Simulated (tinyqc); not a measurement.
# Zero-field barrier from two thresholds

Question. The photoemission threshold over an interface barrier is Phi = P0 - sqrt(q F/(4 pi eps0 ei)). Find P0 and ei.

Constants: q = 1.602176634e-19 C, eps0 = 8.8541878128e-14 F/cm where lengths are in cm. Results are converted to the units shown.

thresholds at F = 0.3 and 3.1 MV/cm (eV): [2.7117445, 2.4055709]

Answer. Phi is linear in sqrt(F): the intercept is P0 and the slope gives ei.

P0 = 2.85 eV
ei = 2.26

Computed by the program tinyqc: `OMP_NUM_THREADS=1 python tinyqc.py 2410011 2410012 out.jsonl`, one thread of a shared Intel Xeon 2.30GHz, about 0.01 s for the whole run.
